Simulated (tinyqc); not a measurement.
Growth mode over temperature: epitaxial growth on a vicinal surface: Burton-Cabrera-Frank step flow, step-edge barrier and island nucleation. Computed by tinyqc, a small Python program. Command: `OMP_NUM_THREADS=1 python tinyqc.py 3021310 3021311 out.jsonl stepflow walk`. One thread of a shared host (Intel(R) Xeon(R) Processor @ 2.30GHz), about 0.01 s of CPU time with the checks.

Adatoms land at rate F, hop on a square grid (a simplification for hexagonal faces), desorb, or join steps. Lengths are in units of a and n is the adatom coverage. Steps ascend at x = 0 and descend at x = l.

Inputs (values chosen for the exercise, close to those used for Ge(001)): site spacing a = 4 angstrom; step height h = 1.41 angstrom; diffusion barrier E_d = 0.688 eV; desorption energy E_a = 2.54 eV; adatom formation energy E_f = 1.1 eV; step-edge barrier E_s = 0.17 eV; attempt frequency nu = 1 THz; deposition rate F = 0.015 layers/s; miscut angle = 0.2 degrees; temperature T = 480 C; critical nucleus size i = 2; binding energy of the critical nucleus E_i = 0.61 eV.

Constants: k_B = 8.617333262e-05 eV/K.

Method:
- D = nu exp(-E_d/(k_B T)) (a^2/s, nu counted per direction); tau = exp(E_a/(k_B T))/nu; x_s = sqrt(D tau); n_eq = exp(-E_f/(k_B T)); terrace width l = h/(a tan(miscut)); Schwoebel length l_s = exp(E_s/(k_B T)) - 1.
- D n'' - n/tau + F = 0 with n(0) = n_eq and -l_s n'(l) = n(l) - n_eq. With u = n - F tau, A = n_eq - F tau, y = l/x_s, s = l_s/x_s: u = A cosh(x/x_s) + B sinh(x/x_s), B = A (1 - cosh y - s sinh y)/(sinh y + s cosh y). Flux into the ascending step J+ = D B/x_s, over the descending one J- = -(D/x_s)(A sinh y + B cosh y); step velocity J+ + J-; growth rate (J+ + J-)/l. For small y: J+ + J- = (F - n_eq/tau) l, J-/J+ = l/(l + 2 l_s).
- Island density on a flat surface without desorption: N = 0.25 (F/D)^(i/(i+2)) exp(E_i/((i+2) k_B T)) per site, with E_i = 0 for i = 1; spacing l_n = N^(-1/2). Step flow needs an effective width l_eff = 2 x(peak) below l_n.
- Temperatures in kelvin are T(C) + 273.15.
- x(peak) solves tanh(x/x_s) = -B/A. Rows where evaporation outweighs deposition are left out.

Scales:
```
T (C)     x_s (a)  l_s (a)  incorporated share  l_n (a)  l_eff/l_n
280    2.7342e+08   34.390              1.0000    31.27     4.0492
330    5.4631e+07   25.332              1.0000    48.16     2.5173
380    1.3968e+07   19.499              1.0000    69.42     1.6901
430    4.3355e+06   15.537              1.0000    94.99     1.2048
480    1.5719e+06   12.727              1.0000   124.69     0.9005
530    6.4664e+05   10.661              1.0000   158.21     0.6992
580    2.9520e+05    9.098              1.0000   195.22     0.5600
630    1.4699e+05    7.885              1.0000   235.35     0.4602
680    7.8745e+04    6.923              1.0000   278.22     0.3863
```

The ratio falls below 1 between 430 and 480 C: islands below, step flow above. Incorporation goes from 100.0 % to 100.0 %.

Extremes, crossings and ranges named in words are read from the listed rows.
